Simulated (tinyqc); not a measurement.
Donor near an oxide interface in a gate field (two-state model): one step. Where the electron sits. Four cases, with inputs chosen for the exercise.

Question. Give E_D, E_I, t, the splitting and the donor weight.

Interface at z = 0 (hard wall), donor at z = d, field F pulling electrons to the interface: potential e F z; 1 kV/cm = 1e-5 eV/angstrom, c = hbar^2/2m0, q = e^2/(4 pi eps0), Q = (eps - eo)/(eps + eo). Donor state: E_D = e F d - ED - q Q/(4 eps d), the last term joining the images of ion and electron. Interface state: z exp(-b z/2) exp(-rho^2/(2 L^2)) with E_z = c b^2/(4 mz) + 3 e F/b + q Q b/(8 eps), minimised over b; in the plane at z = 3/b the ion (distance D = d - 3/b) and its image (D' = d + 3/b) give E_rho = c/(mt L^2) - (q/eps)(sqrt(pi)/L)[erfcx(D/L) + Q erfcx(D'/L)], erfcx(x) = exp(x^2) erfc(x), minimised over L. E_I = E_z + E_rho.

The two states couple by t = t0 exp(-D/aD) with t0 = q/(eps aD) (2 aD/L) sqrt(aD b/2) v, v a valley factor; this form is an estimate. With detuning u = E_D - E_I the splitting is sqrt(u^2 + 4 t^2) and the lower state has weight (1 - u/sqrt(u^2 + 4 t^2))/2 on the donor.

Constants: hbar^2/2m0 = 3.80998211 eV angstrom^2; e^2/(4 pi eps0) = 14.39964547 eV angstrom.

Case 1.

Values chosen (near those of a donor in Si below HfO2, static dielectric constants; shifted at random, so the results belong to these values and not to a real crystal): d = 150 angstrom (depth of the donor); ED = 31.9 meV (bulk binding energy); mz = 0.914 m0 (mass across the interface); mt = 0.189 m0 (mass in the plane); eps = 11.3 (dielectric constant of the semiconductor); eo = 22 (dielectric constant of the oxide); aD = 15.7 angstrom (donor radius); v = 0.38 (valley factor); F = 27.3 kV/cm (field in the semiconductor).

Case 2.

Values chosen (near those of a donor in Si below SiO2, static dielectric constants; shifted at random, so the results belong to these values and not to a real crystal): d = 170 angstrom (depth of the donor); ED = 46.2 meV (bulk binding energy); mz = 0.929 m0 (mass across the interface); mt = 0.189 m0 (mass in the plane); eps = 11.2 (dielectric constant of the semiconductor); eo = 3.9 (dielectric constant of the oxide); aD = 20.3 angstrom (donor radius); v = 0.35 (valley factor); F = 33.1 kV/cm (field in the semiconductor).

Case 3.

Values chosen (near those of a donor in Si below SiO2, static dielectric constants; shifted at random, so the results belong to these values and not to a real crystal): d = 90 angstrom (depth of the donor); ED = 45.5 meV (bulk binding energy); mz = 0.901 m0 (mass across the interface); mt = 0.194 m0 (mass in the plane); eps = 11.6 (dielectric constant of the semiconductor); eo = 3.9 (dielectric constant of the oxide); aD = 17.4 angstrom (donor radius); v = 0.45 (valley factor); F = 98.3 kV/cm (field in the semiconductor).

Case 4.

Values chosen (near those of a donor in Si below HfO2, static dielectric constants; shifted at random, so the results belong to these values and not to a real crystal): d = 80 angstrom (depth of the donor); ED = 54.6 meV (bulk binding energy); mz = 0.905 m0 (mass across the interface); mt = 0.191 m0 (mass in the plane); eps = 11.4 (dielectric constant of the semiconductor); eo = 22 (dielectric constant of the oxide); aD = 17.8 angstrom (donor radius); v = 0.42 (valley factor); F = 113 kV/cm (field in the semiconductor).

Give: E_D, E_I; t; splitting; donor weight.

Answer.

Case 1.

E_D, E_I (meV): 9.73  7.76

t = 0.00463 meV
splitting = 1.97 meV
donor weight = 0.000

The electron is at the interface; the contact hyperfine coupling scales with the donor weight. With this t, the tunnelling time pi hbar/(2t) at a crossing would be 223 ps (hbar = 6.58212e-16 eV s); here the detuning is 426 t.

Case 2.

E_D, E_I (meV): 9.16  15.56

t = 0.0134 meV
splitting = 6.41 meV
donor weight = 1.000

The electron is on the donor; the contact hyperfine coupling scales with the donor weight. With this t, the tunnelling time pi hbar/(2t) at a crossing would be 77.2 ps (hbar = 6.58212e-16 eV s); here the detuning is 478 t.

Case 3.

E_D, E_I (meV): 41.26  32.48

t = 0.443 meV
splitting = 8.83 meV
donor weight = 0.003

The electron is at the interface; the contact hyperfine coupling scales with the donor weight. With this t, the tunnelling time pi hbar/(2t) at a crossing would be 2.34 ps (hbar = 6.58212e-16 eV s); here the detuning is 19.8 t.

Case 4.

E_D, E_I (meV): 37.05  28.90

t = 0.594 meV
splitting = 8.24 meV
donor weight = 0.005

The electron is at the interface; the contact hyperfine coupling scales with the donor weight. With this t, the tunnelling time pi hbar/(2t) at a crossing would be 1.74 ps (hbar = 6.58212e-16 eV s); here the detuning is 13.7 t.

Computed by tinyqc, one run a case: `OMP_NUM_THREADS=1 python tinyqc.py N N+1 out.jsonl` with N = 1251921, 1251961, 1251977, 1252208; one thread of a shared Intel(R) Xeon(R) Processor @ 2.30GHz, about 0.1 s a run at most.
